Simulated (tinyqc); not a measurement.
How many bands a k.p model needs: band 5 from Gamma to X: k.p theory built from an empirical-pseudopotential calculation at Gamma.

Empirical pseudopotential on the fcc lattice, atoms at +/- tau, tau = a (1,1,1)/8, no spin-orbit coupling. H(G,G') = c (2 pi/a)^2 |k + G|^2 delta + VS(q) cos(q.tau) + i VA(q) sin(q.tau), q = G - G', c = hbar^2/2m0; k and G in units of 2 pi/a; VS at |q|^2 = 3, 8, 11 and VA at 3, 4, 11, in rydberg, zero elsewhere. The basis is fixed: all 113 G with |G|^2 up to Gcut. Energies are counted from the fourth level at Gamma.

k.p in the lowest n states at Gamma: H_nm = (E_n + c k^2) delta + 2 c k.<n|G|m>, k in 1/angstrom; with all states of the basis it is exact.

Constants: hbar^2/2m0 = 3.80998211 eV angstrom^2; Ry = 13.60569312 eV.

Inputs chosen for the exercise (near those of GaAs; shifted at random, so the results belong to these values and not to a real crystal):
```
symbol  value                  unit        meaning
a       5.624                  angstrom    lattice constant
VS      (-0.234, 0.011, 0.06)  Ry          symmetric form factors
VA      (0.071, 0.049, 0.01)   Ry          antisymmetric form factors
Gcut    20                     (2 pi/a)^2  largest |G|^2 of the fixed basis
```

Band 5 (counted from below) at k = f (1, 0, 0) 2 pi/a; n ends on whole multiplets.

Energies (eV):
```
f      n = 8  n = 15  n = 27  n = 113 (exact)
0.000  1.451   1.451   1.451            1.451
0.125  2.180   2.143   2.141            2.141
0.250  3.490   3.216   3.211            3.210
0.375  5.017   3.074   3.052            3.047
0.500  5.764   2.586   2.546            2.537
0.750  7.388   2.020   1.922            1.904
0.875  8.441   1.982   1.837            1.813
1.000  9.656   2.038   1.872            1.828
```

Give the missing row, f = 0.625.

Computed row:
```
f      n = 8  n = 15  n = 27  n = 113 (exact)
0.625  6.495   2.226   2.161            2.148
```

With n = 8 the band stays within 0.05 eV of the exact one up to f = 0.125 (error at X: +7.828 eV). With n = 15 the band stays within 0.05 eV of the exact one up to f = 0.500 (error at X: +0.210 eV). With n = 27 the band stays within 0.05 eV of the exact one over the whole line (error at X: +0.044 eV). A smaller basis can only raise a level. The exact band has its minimum on these points at f = 0.000; n = 8 puts it at f = 0.000.

tinyqc: `OMP_NUM_THREADS=1 python tinyqc.py 1050633 1050634 out.jsonl`; about 0.6 s, one thread, shared Intel(R) Xeon(R) Processor @ 2.30GHz.
